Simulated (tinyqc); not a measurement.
Worked calculation: RHF in the 6-311g basis, for H-, spin multiplicity 1. The basis has no diffuse functions, so it cannot describe the extra electron: this is an exercise in the method, not the real anion. One step of it, computed by the program tinyqc.

Task: Iteration 3: building the Fock matrix. J_ij = sum D_kl (ij|kl), K_ij = sum D_kl (ik|jl); F = H + J - 0.5 K; E = tr D H + tr D J / 2 - 0.25 tr D K + E_nn.

D after iteration 2:
```
,1H 1s,1H 2s,1H 3s
1H 1s,0.055604,0.060181,0.254893
1H 2s,0.060181,0.065134,0.275873
1H 3s,0.254893,0.275873,1.168446
```

core Hamiltonian H = T + V (hartree):
```
,1H 1s,1H 2s,1H 3s
1H 1s,0.193252,-0.511607,-0.408648
1H 2s,-0.511607,-0.422143,-0.397930
1H 3s,-0.408648,-0.397930,-0.357384
```

Two-electron integrals (ij|kl) in chemists' order, unique and non-zero (hartree):
```
i,j,k,l,(ij|kl)
1,1,1,1,1.393035
2,1,1,1,0.822971
2,1,2,1,0.509703
2,2,1,1,0.822904
2,2,2,1,0.543028
2,2,2,2,0.644106
3,1,1,1,0.411256
3,1,2,1,0.257757
3,1,2,2,0.279868
3,1,3,1,0.130794
3,2,1,1,0.543681
3,2,2,1,0.365771
3,2,2,2,0.452669
3,2,3,1,0.189803
3,2,3,2,0.325140
3,3,1,1,0.494021
3,3,2,1,0.340115
3,3,2,2,0.445993
3,3,3,1,0.178035
3,3,3,2,0.331779
3,3,3,3,0.361682
```

nuclear repulsion = 0 hartree

Give: Coulomb J; exchange K; Fock matrix F; total energy of this density.

Result:

Coulomb J (hartree):
```
,1H 1s,1H 2s,1H 3s
1H 1s,1.3170,0.8731,0.4515
1H 2s,0.8731,1.0666,0.7676
1H 3s,0.4515,0.7676,0.7939
```

exchange K (hartree):
```
,1H 1s,1H 2s,1H 3s
1H 1s,0.7144,0.7655,0.6084
1H 2s,0.7655,0.9518,0.8181
1H 3s,0.6084,0.8181,0.7477
```

Fock matrix F (hartree):
```
,1H 1s,1H 2s,1H 3s
1H 1s,1.1530,-0.0213,-0.2613
1H 2s,-0.0213,0.1686,-0.0394
1H 3s,-0.2613,-0.0394,0.0626
```

total energy of this density = -0.466521 hartree
